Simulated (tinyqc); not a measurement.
Worked calculation: surface photovoltage measurement of the minority-carrier diffusion length in a wafer. Computed by tinyqc, a small Python program that keeps every step. Command: `OMP_NUM_THREADS=1 python tinyqc.py 3130499 3130500 out.jsonl spv walk`. One thread of a shared host (Intel(R) Xeon(R) Processor @ 2.30GHz), about 0.01 s of CPU time with the checks. Intermediate numbers are printed to about 7 digits and carried at full precision; extremes and crossings named in words are read from the listed rows.

Low injection, steady light, a depletion layer much thinner than 1/alpha and L. The excess density dn is taken at the front edge of the neutral region; light that reaches the back is lost.

Inputs (values chosen for the exercise, modelled on p-type silicon at room temperature):
```
quantity                                              value               unit
diffusion length L                                       52         micrometre
wafer thickness W                                       300         micrometre
diffusivity D                                          25.9             cm^2/s
front recombination velocity S_f                       1100               cm/s
back recombination velocity S_b                      100000               cm/s
photon flux entering                                1.6e+13         1/(cm^2 s)
minority density at the surface barrier scale n_0     1e+10             1/cm^3
temperature T                                           298                  K
wavelength                                              833                 nm
relative noise of each reading                            0                  %
diffusion length after pair splitting over L           0.81                  -
iron factor C                                      1.01e+16  micrometre^2/cm^3
```

Constants: k_B = 8.617333262e-05 eV/K.

## One wavelength

alpha = (84.732/lambda - 76.417)^2 per cm with lambda in micrometre (an empirical fit for silicon between 0.7 and 1.05 micrometre). Thick wafer: dn = Phi L/((S_f + D/L)(L + 1/alpha)). Finite wafer, with s = S_b L/D, w = W/L, a = alpha L: dn = [Phi a/(a^2 - 1)] [a - B - exp(-alpha W)(a - s)/(cosh w + s sinh w)]/(S_f + B D/L), B = (sinh w + s cosh w)/(cosh w + s sinh w). Photovoltage V = (k_B T/e) ln(1 + dn/n_0). Lifetime = L^2/D.

alpha = 640.1956 1/cm

penetration depth 1/alpha = 15.62023 micrometre

dn, thick wafer = 2.023430e+09 1/cm^3

B = 1.000018

dn, finite wafer = 2.023385e+09 1/cm^3

photovoltage V = 4.731950 mV

lifetime = 1.044015 microsecond

Caution: dn is not small against n_0, so V is not linear in the flux; the constant-flux reading then needs dn, not V.

## The linear plot

normal deviates g for the noise: -0.33  -1.31  -0.66  -0.06  0.11  -0.50  2.53

Readings y = (Phi/dn) (1 + noise x g) at 780, 830, 880, 920, 950, 975 and 995 nm; a least-squares line y = c (1/alpha + L_app) gives L_app = intercept/slope.

Readings:
```
lambda (nm)  1/alpha (micrometre)  y (cm/s)  line (cm/s)
780                        9.6364   7207.77      7205.25
830                       15.1760   7855.59      7853.91
880                       25.3298   9043.07      9042.90
920                       40.6576  10835.89     10837.74
950                       61.2783  13248.90     13252.37
975                       90.9173  16720.32     16723.02
995                      130.8877  21407.10     21403.44
```

slope = 117.0973 cm/(s micrometre)

apparent length L_app = 51.89568 micrometre

error of L_app (rounded to 0.001) = -0.201 %

Without noise the error would be -0.2 %, from the finite thickness at W/L = 5.8. S_f scales all readings alike and leaves L_app unchanged.

## Where the wafer is too thin

No noise; L is varied at fixed W, and the last two columns set S_b to 0 and to 1e7 cm/s.

Apparent length (micrometre):
```
L          W/L  given S_b   S_b = 0  S_b = 1e7
15    20.00000    15.0000   15.0000    15.0000
30    10.00000    29.9992   30.0002    29.9992
60     5.00000    59.7216   60.1245    59.7044
90     3.33333    87.2462   91.4946    87.1269
150    2.00000   128.3054  163.5435   127.7508
240    1.25000   159.9525  292.8111   158.7847
390    0.76923   179.2625  510.8807   177.5946
630    0.47619   188.1489  759.6727   186.2184
1200   0.25000   192.5156  993.4097   190.4483
```

With a fast back surface L_app levels off, at 190 micrometre in the last row; with a passive one it reaches up to 1.31 times L among these rows and is 993 in the last. All three columns are within 5 % of L down to W/L = 3.3.

## Iron from two lengths

Splitting iron-boron pairs in boron-doped silicon shortens L; with nothing else changing, [Fe] = C (1/L_after^2 - 1/L^2). It is evaluated with the true lengths and with the apparent ones (without noise), which differ when the wafer is not thick against L.

L_after = 42.12 micrometre

[Fe] from the true lengths = 1.957838e+12 1/cm^3

[Fe] from the apparent lengths = 1.948248e+12 1/cm^3

bias, apparent over true less 1 (rounded to 0.001) = -0.49 %

Checks made by the program: dn against a finite-difference solution (relative difference 3e-06).
